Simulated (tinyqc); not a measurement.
Surface orientation and number of bands: six-band hole subbands of a thin body in a field.

Basis X, Y, Z times spin, hole energies counted downwards from the unstrained edge (the hydrostatic shift is left out), c = hbar^2/2m0. For a symmetric tensor T let C(T) have C_XX = L Txx + M (Tyy + Tzz), C_XY = N Txy (cyclic), L = c (g1 + 4 g2), M = c (g1 - 2 g2), N = 6 c g3. k = q + kz n, n the unit normal, q = k1 u + k2 v with u along the channel [1-10] and v = n x u. H = C(k k^T) + (Dso/3)(1 - L.sigma) - B + e F z with (L_k)_ij = -i epsilon_kij; B is the block C built from the traceless strain with 2b, -b and sqrt(3) d in place of L, M, N. Strain: exx = eyy = (s11 + s12) sx/2, ezz = s12 sx, exy = -s44 sx/4. Hard walls at z = 0 and t; basis sin(j pi z/t), j = 1 to Nz: kz^2 = (j pi/t)^2, kz = -i D with D_jl = 4 j l/(t (j^2 - l^2)), z_jj = t/2 and z_jl = -8 t j l/(pi (j^2 - l^2))^2 for j + l odd; 1 MV/cm = 0.01 eV/angstrom.

Nz = 14. E1 is the top subband at q = 0, gap the distance to the next pair, and the masses are c q^2/(E(q) - E1) at |q| = 0.02 1/angstrom (mean of the spin pair) along the channel [1-10] and across it in the plane; a dash marks a band that does not rise.

Constants: hbar^2/2m0 = 3.80998211 eV angstrom^2.

Values chosen for the exercise (near those of a p-type Si channel; shifted at random, so the results belong to these values and not to a real crystal): g1 = 4.28 (Luttinger gamma1); g2 = 0.34 (gamma2); g3 = 1.44 (gamma3); Dso = 0.044 eV (spin-orbit splitting); b = -2.11 eV (tetragonal potential); d = -4.73 eV (trigonal potential); S = (7.72, -2.15, 12.45) 1/TPa (compliances s11, s12, s44); t = 30 angstrom (body thickness); F = 0 MV/cm (field across the body); sx = -1 GPa (stress along the channel [1-10], negative in compression).

Three faces, six bands; and four bands, with Dso set to 1000 eV.

Cases:

| case |
|---|
| (001) 6 bands |
| (001) 4 bands |
| (110) 6 bands |
| (110) 4 bands |
| (111) 6 bands |
| (111) 4 bands |

Rank the cases by E1 (meV), lowest first.

Answer: (110) 6 bands, (111) 6 bands, (111) 4 bands, (110) 4 bands, (001) 6 bands, (001) 4 bands.

Results:

| case | E1 (meV) | gap (meV) | m channel | m across |
|---|---|---|---|---|
| (001) 6 bands | 124.5 | 56.1 | 0.174 | 1.741 |
| (001) 4 bands | 137.3 | 83.0 | 0.235 | 0.404 |
| (110) 6 bands | -10.3 | 38.7 | 0.113 | 0.278 |
| (110) 4 bands | 59.8 | 221.3 | 0.149 | 0.280 |
| (111) 6 bands | 33.3 | 61.6 | 0.146 | 0.871 |
| (111) 4 bands | 49.0 | 176.2 | 0.177 | 0.192 |

With six bands the top subband is shallowest on (110) (-10.3 meV) and deepest on (001). Without the stress E1 would be 150.4, 25.2 and 58.5 meV, so the stress moves it by -25.9, -35.4 and -25.2 meV. The lightest channel mass is on (110) (0.113 m0). Dropping the split-off band moves E1 by 12.8, 70.1 and 15.7 meV and the gap by 26.9, 182.6 and 114.6 meV on the three faces, with Dso = 44 meV.

Run: tinyqc, `OMP_NUM_THREADS=1 python tinyqc.py 1280008 1280009 out.jsonl`; Intel(R) Xeon(R) Processor @ 2.30GHz, one thread, shared host; about 0.4 s of CPU time with all checks.
